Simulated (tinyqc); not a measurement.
Gate sweep: ballistic transport through the one-dimensional subbands of a rectangular nanowire or nanosheet channel. Computed by tinyqc, a small Python program. Command: `OMP_NUM_THREADS=1 python tinyqc.py 3020242 3020243 out.jsonl wire walk`. One thread of a shared host (Intel(R) Xeon(R) Processor @ 2.30GHz), about 0.03 s of CPU time with the checks.

Hard walls, parabolic subbands, transport along x. Energies are counted from the bulk conduction band edge at the top of the barrier, which the gate pulls down by U; the source Fermi level lies at the bulk edge when U = 0.

Inputs (values chosen for the exercise, modelled on silicon):
```
quantity                      value  unit
light mass m_t                 0.19   m_0
heavy mass m_l                0.904   m_0
height a                        4.6    nm
width b                         5.3    nm
equivalent oxide thickness t    1.6    nm
drain voltage V_D              0.35     V
temperature T                   300     K
```

Valleys: silicon [100] wire.

Constants: hbar^2/(2 m_0) = 3.80998212 eV angstrom^2; k_B = 8.617333262e-05 eV/K; m_0 = 9.1093837015e-31 kg; k_B = 1.380649e-23 J/K; hbar = 1.054571817e-34 J s; eps_0 = 8.8541878128e-12 F/m; e = 1.602176634e-19 C; h = 6.62607015e-34 J s.

Method:
- E_pq = (hbar^2 pi^2/2)(p^2/(m_y b^2) + q^2/(m_z a^2)); valley pairs: (m_x, m_y, m_z) = (m_t, m_t, m_l), (m_t, m_l, m_t), (m_l, m_t, m_t), each with degeneracy g = 2; the 10 lowest subbands are kept.
- F_j(eta) = (1/Gamma(j + 1)) int_0^infinity x^j/(1 + exp(x - eta)) dx, F_0 = ln(1 + exp(eta)). Integrals over x = E/(k_B T) use 160 Gauss-Legendre points in u = sqrt(x) from 0 to sqrt(max(eta, 0) + 32).
- With degeneracy g = 2, eta_i = (U - E_i)/(k_B T) and u = e V_D/(k_B T): line density n = sum_i g sqrt(2 m_x k_B T/pi)/(2 hbar) [F_-1/2(eta_i) + F_-1/2(eta_i - u)]; gate: e n = C_ox (V_G - U/e), C_ox = 3.9 eps_0 2 (a + b)/t (flat-plate estimate); I = (2 e k_B T/h) sum_i g [F_0(eta_i) - F_0(eta_i - u)].
- Open modes are sum_i g/(1 + exp(-eta_i)). The last column is e dn/dV_G over C_ox, taken up to the next row.

Subbands:
```
valley axis  p  q  E (meV)  m_x (m_0)
z            1  1   90.114      0.190
y            1  1  108.339      0.190
z            1  2  149.088      0.190
y            2  1  152.763      0.190
x            1  1  163.986      0.904
y            3  1  226.804      0.190
z            1  3  247.378      0.190
z            2  1  301.482      0.190
y            4  1  330.462      0.190
z            2  2  360.455      0.190
```

Against the gate voltage:
```
V_G (V)  U (meV)    n (1/nm)  I (microampere)  open modes    C_g/C_ox
-0.21    -210.00  3.3453e-06       6.3688e-05  3.1796e-05  5.8620e-04
-0.11    -110.06  1.5969e-04       3.0404e-03  1.5177e-03  4.1447e-02
0.01        4.97  1.3425e-02       2.5681e-01  1.2654e-01  4.5268e-01
0.14       76.12  1.7038e-01       3.4324e+00  1.4664e+00  7.3472e-01
0.24      102.65  3.6634e-01       7.7851e+00  2.8598e+00  8.1510e-01
0.37      126.68  6.4896e-01       1.4611e+01  4.5208e+00  8.5622e-01
0.51      146.81  9.6867e-01       2.2870e+01  6.0859e+00  8.7812e-01
0.67      166.31  1.3434e+00       3.3225e+01  7.6053e+00  8.8864e-01
0.84      185.25  1.7463e+00       4.5378e+01  8.9352e+00  8.9209e-01
1.00      202.51  2.1270e+00       5.8055e+01  9.9989e+00           -
```

Between the first two rows the current rises one decade per 60 mV, against the limit ln(10) k_B T/e = 60 mV. Above threshold C_g/C_ox lies between 0.73 and 0.89: the quantum capacitance in series costs a visible part.

Extremes, crossings and ranges named in words are read from the listed rows.
